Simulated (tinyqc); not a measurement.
# From one set of inputs to another, one input at a time

Model: thermal stress and diffusional relaxation in a metal film: Coble and Nabarro-Herring creep, cooling and holds. Computed by tinyqc, a small Python program. Command: `OMP_NUM_THREADS=1 python tinyqc.py 3021579 3021580 out.jsonl creep ladder`. One thread of a shared host (Intel(R) Xeon(R) Processor @ 2.30GHz), about 0.02 s of CPU time with the checks.

A thin film on a rigid substrate is stress-free at T0. Tension is positive and the film creeps linearly: d sigma/dt = -M (mismatch) dT/dt - sigma/tau.

The inputs printed are set A. Set A is modelled on copper films on silicon; the values taken over come from a set modelled on gold films on silicon. Inputs not listed in the table keep their values of set A, so the rows need not describe a real material.

Inputs (values chosen for the exercise, modelled on copper films on silicon):
```
quantity                           value        unit
biaxial modulus M                    182         GPa
expansion mismatch                  14.9      1e-6/K
atomic volume Omega                 11.8  angstrom^3
lattice prefactor D0             2.1e-05       m^2/s
lattice energy E                    2.06          eV
boundary prefactor (delta D_b)0  4.2e-15       m^3/s
boundary energy E_b                 1.08          eV
grain size d                        0.57          um
stress-free temperature T0           300           C
hold temperature T                   240           C
hold time t                        0.082           h
```

Constants: k_B = 1.380649e-23 J/K; k_B = 8.617333262e-05 eV/K.

Method:
- Thermoelastic slope = M x mismatch; sigma_0 = slope x (T0 - T).
- Creep rate per stress: Nabarro-Herring 14 D Omega/(k_B T d^2), Coble (14 pi) delta D_b Omega/(k_B T d^3), with D = D0 exp(-E/(k_B T)), delta D_b = (delta D_b)0 exp(-E_b/(k_B T)); 1/tau = M x (sum of both)/2 (biaxial strain rate is half the uniaxial one).
- Temperatures in kelvin are T(C) + 273.15.
- sigma(t) = sigma_0 exp(-t/tau), relaxed part sigma_0 - sigma(t); the grain size where both mechanisms are equal is pi delta D_b/D.

Each row keeps all changes above it:
```
input moved                                                                    from              to  relaxation time tau (h)  stress relaxed during the hold (MPa)  stress after the hold (MPa)
set A                                                                             -               -                   0.0743                                 108.7                    5.399e+01
expansion mismatch (1e-6/K)                                                    14.9            11.6                   0.0743                                  84.6                    4.203e+01
grain size d (um)                                                              0.57            0.61                   0.0911                                  75.2                    5.150e+01
stress-free temperature T0 (C)                                                  300             400                   0.0911                                 200.5                    1.373e+02
lattice prefactor D0 (m^2/s) and lattice energy E (eV)                2.1e-05, 2.06   9.2e-06, 1.85                   0.0911                                 200.5                    1.373e+02
biaxial modulus M (GPa)                                                         182             145                   0.1143                                 137.7                    1.314e+02
boundary prefactor (delta D_b)0 (m^3/s) and boundary energy E_b (eV)  4.2e-15, 1.08  3.9e-16, 0.863                   0.0091                                 269.1                    3.296e-02
```

Which inputs carry the difference?

Relaxation time tau goes from 0.0743 to 0.00910, a factor 0.122 in all. The largest single move comes from boundary prefactor (delta D_b)0 with boundary energy E_b (a factor 0.0796). Stress relaxed during the hold goes from 109 to 269, a factor 2.48 in all. The largest single move comes from stress-free temperature T0 (a factor 2.67), and biaxial modulus M works against it (a factor 0.687). Stress after the hold goes from 54.0 to 0.0330, a factor 6.10e-4 in all. The largest single move comes from boundary prefactor (delta D_b)0 with boundary energy E_b (a factor 2.51e-4), and stress-free temperature T0 works against it (a factor 2.67). The single moves hold for this order of the switches; the total does not depend on the order.

Caution (all rows): bulk creep laws overstate relaxation in a bonded film, where the substrate constrains boundary diffusion, and dislocation glide is left out.

Extremes, crossings and ranges named in words are read from the listed rows.
